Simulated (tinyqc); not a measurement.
Tight binding, kagome lattice, step by step. One step of it, computed by the program tinyqc.

Problem. Bloch Hamiltonian at K. H_AB = -t1 - t2 exp(-i k.a1), H_AC = -t1 - t2 exp(-i k.a2), H_BC = -t1 - t2 exp(i k.(a1 - a2)), H_CC = delta.

Parameters chosen for this model:
```
parameter     value                unit
t1         0.580000    eV, up triangles
t2         0.580000  eV, down triangles
delta      0.500000        eV on site C
```

k point K (fractions of the reciprocal vectors): 0.333333  0.666667

Give: H(k) at K.

Solution.

H(k) at K (eV), lower triangle (Hermitian):
```
                 A                B       C
A           0.0000
B  -0.2900-0.5023i           0.0000
C  -0.2900+0.5023i  -0.2900-0.5023i  0.5000
```
